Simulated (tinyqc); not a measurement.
Charge imbalance from the loss of breakdown voltage.

Problem. In a superjunction of pillar doping N and length Lp an imbalance dl lowers BV by q |dl| N Lp^2/(4 eps0 eps_r), as long as the field reaches through the pillar. Find |dl| and the net dose error |dl| N wp.

Parameters, values chosen for the exercise: relative permittivity of the semiconductor eps_r = 9.34; width of each pillar wp = 0.8 um.

Constants: q = 1.602176634e-19 C, eps0 = 8.8541878128e-14 F/cm where lengths are in cm. Results are converted to the units shown.

BV balanced and BV measured (V): 1600  1559.4115
N = 1.3652459e17 cm^-3
Lp = 7.8346363 um

Solution. The loss is linear in |dl|; its sign cannot be told from BV.

|dl| = 1.00 %
dose error = 1.09e11 cm^-2

Program tinyqc, `OMP_NUM_THREADS=1 python tinyqc.py 2590019 2590020 out.jsonl`; Intel Xeon 2.30GHz, shared host, one thread, about 0.01 s.
